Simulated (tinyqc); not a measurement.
Conduction-band offset of an n-N heterojunction from carrier-profile moments: two steps of the calculation.

Layer 1 (x < 0) accumulates electrons and layer 2 (x > 0) is depleted. Boltzmann statistics. The bands bend down by V1 in layer 1 and up by V2 in layer 2, with V1 + V2 = VD = dE + Vt ln[(N2/Nc2)/(N1/Nc1)].

Parameters, values chosen for the exercise; values of the order of III-V alloys:
```
symbol,value,unit,meaning
T,200,K,temperature
eps_r,12.9,,relative permittivity of both layers
Nc1,6.4e17,cm^-3,density of states of the narrow-gap layer 1
Nc2,1.4e18,cm^-3,density of states of the wide-gap layer 2
dE,0.17,eV,conduction-band offset
N1,9e15,cm^-3,donor density in layer 1
N2,2.5e16,cm^-3,donor density in layer 2
si,6.7e10,cm^-2,fixed charge at the interface
```

Constants: q = 1.602176634e-19 C, kB = 1.380649e-23 J/K, Vt = kB T/q, eps0 = 8.8541878128e-14 F/cm where lengths are in cm. Results are converted to the units shown.

Question 1. Division of the diffusion potential. Sheet densities from the first integral: Q1 = sqrt((2 eps0 eps_r Vt N1/q)(exp(u1) - u1 - 1)) extra electrons, Q2 = sqrt((2 eps0 eps_r Vt N2/q)(exp(-u2) + u2 - 1)) missing ones, u = V/Vt; neutrality Q1 = Q2 + si. Q1 - Q2 rises steadily with V1, so V1 follows by bisection.

Give: VD; V1; V2; Q1; n at x = 0-; n at x = 0+.

Answer 1.

VD = 0.17412 V
V1 = 0.060428 V
V2 = 0.11369 V
Q1 = 2.5244e11 cm^-2
n at x = 0- = 2.9990e17 cm^-3
n at x = 0+ = 3.4128e13 cm^-3

n drops across the interface by 8790 = (Nc1/Nc2) exp(dE/Vt).

Question 2. Offset from the moments. A C-V profile smears n(x) but keeps its zeroth and first moments: si = -int (N - n) dx, VD = (q/(eps0 eps_r)) int (N - n) x dx, dE = VD - Vt ln[(N2/Nc2)/(N1/Nc1)]. Use the trapezoidal rule on each side.

| left point | -x (nm) | n in layer 1 (cm^-3) |
|---|---|---|
| 0 | 0 | 2.99895e17 |
| 1 | 0.854 | 2.53690e17 |
| 2 | 5.18 | 1.30862e17 |
| 3 | 14.9 | 5.34038e16 |
| 4 | 31.4 | 2.45200e16 |
| 5 | 56.1 | 1.44026e16 |
| 6 | 90.1 | 1.07583e16 |
| 7 | 135 | 9.47879e15 |
| 8 | 190 | 9.10519e15 |
| 9 | 259 | 9.01615e15 |

| right point | x (nm) | n in layer 2 (cm^-3) |
|---|---|---|
| 0 | 0 | 3.41277e13 |
| 1 | 13.2 | 2.09694e14 |
| 2 | 32.5 | 1.58910e15 |
| 3 | 55 | 7.00124e15 |
| 4 | 79.9 | 1.55822e16 |
| 5 | 107 | 2.15825e16 |
| 6 | 135 | 2.39645e16 |
| 7 | 165 | 2.47268e16 |
| 8 | 197 | 2.49351e16 |
| 9 | 229 | 2.49847e16 |

Find: si; VD; dE.

Answer 2.

si = 9.113e10 cm^-2
VD = 0.1735 V
dE = 0.1694 eV

On these few points dE comes out -0.63 meV from the true 0.17 eV, and si misses by 2.4e10 cm^-2, 9.6 % of Q1.

tinyqc, about 0.1 s, one thread, Intel Xeon 2.30GHz (shared host): `OMP_NUM_THREADS=1 python tinyqc.py 2410108 2410109 out.jsonl`
